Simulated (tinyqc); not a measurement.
Schottky barrier on an n-type semiconductor, non-linear Poisson equation by Newton steps: two steps of the calculation.

One dimension, metal at x = 0, donor density C(x) = Nd, uniform. Energies are counted from the electron Fermi level of the semiconductor and the conduction-band edge is Ec = -psi, so n = Nc exp(psi/Vt); holes follow the Fermi level of the metal, at -V, so p = Nv exp((V - psi - Eg)/Vt). Ends: psi(0) = V - phiB and psi = Vt ln(Nd/Nc) deep inside. Boltzmann statistics, full ionisation, no current, no image force in the Poisson equation.

Values chosen for this exercise; band and dielectric values those of a made-up semiconductor: temperature T = 300 K; band gap Eg = 2.89 eV; relative permittivity eps_r = 9.55; conduction-band density of states at T Nc = 1.84e18 cm^-3; valence-band density of states at T Nv = 5.27e19 cm^-3; donor density deep in the semiconductor Nd = 7e16 cm^-3; barrier height phiB = 1.64 eV; bias of the metal against the semiconductor V = 0.57 V.

Constants: q = 1.602176634e-19 C, kB = 1.380649e-23 J/K, Vt = kB T/q, eps0 = 8.8541878128e-14 F/cm where lengths are in cm. Results are converted to the units shown.

Question 1. Newton step. Solve the tridiagonal system a_(i-1) d_(i-1) + b_i d_i + a_i d_(i+1) = -F_i for nodes 1 to 10, with d = 0 on fixed nodes. Each component d is damped to sign(d) Vt ln(1 + |d|/Vt) before it is added.

coupling a_i, interval 0 to 10 (F/cm^2): 9.0922036e-7  7.6177922e-7  6.3577063e-7  5.2848434e-7  4.4503944e-7  3.7086620e-7  3.0748179e-7  2.6424217e-7  2.1681409e-7  1.7990956e-7  1.5099552e-7

```
node  diagonal b (F/cm^2)  residual F (C/cm^2)
1           -1.6709996e-6                   ~0
2           -1.3975499e-6                   ~0
3           -1.1642550e-6       -3.5354947e-17
4           -9.7352496e-7       -3.0543257e-14
5           -8.1654250e-7       -1.6464135e-11
6           -7.8022865e-7        -2.6338187e-9
7           -1.8347591e-6        -1.7815239e-8
8           -2.0211340e-6       -1.4763351e-10
9           -2.2621699e-6                   ~0
10          -2.5651024e-6                   ~0
```

psi at the start, node 0 to 11 (V): -1.0700000  -0.9253689  -0.7677617  -0.6004382  -0.4302363  -0.2722224  -0.1458088  -0.0850696  -0.0845108  -0.0845108  -0.0845108  -0.0845108

Give: Newton step d, before damping; psi after iteration 1.

Answer 1.

Newton step d, before damping, node 1 to 10 (V): -0.001290  -0.002829  -0.004674  -0.006893  -0.009528  -0.012662  -0.012072  -0.001669  -0.000161  -0.000011
psi after iteration 1, node 0 to 11 (V): -1.0700  -0.9266  -0.7704  -0.6047  -0.4363  -0.2803  -0.1561  -0.0950  -0.0861  -0.0847  -0.0845  -0.0845

Question 2. Check against the first integral. First integral for uniform doping: E_0^2 = (2 q/(eps0 eps_r)) [Nd (U - Vt + Vt exp(-U/Vt)) + Vt p_0], U = Vbi - V, Vbi = phiB - Vt ln(Nc/Nd), p_0 = Nv exp((phiB - Eg)/Vt) (deep holes neglected). Image-force lowering dphi = sqrt(q E_0/(4 pi eps0 eps_r)), at x_m = sqrt(q/(16 pi eps0 eps_r E_0)). Depletion approximation: E = sqrt(2 q Nd U/(eps0 eps_r)).

Give: E_0; dphi; x_m; field in the depletion approximation.

Answer 2.

E_0 = 159.55 kV/cm
dphi = 49.048 mV
x_m = 1.5371 nm
field in the depletion approximation = 161.68 kV/cm

tinyqc, about 0.04 s, one thread, Intel Xeon 2.30GHz (shared host): `OMP_NUM_THREADS=1 python tinyqc.py 2020048 2020049 out.jsonl`

~0 in a residual or rate marks an entry under 1e-11 of the largest of its column.
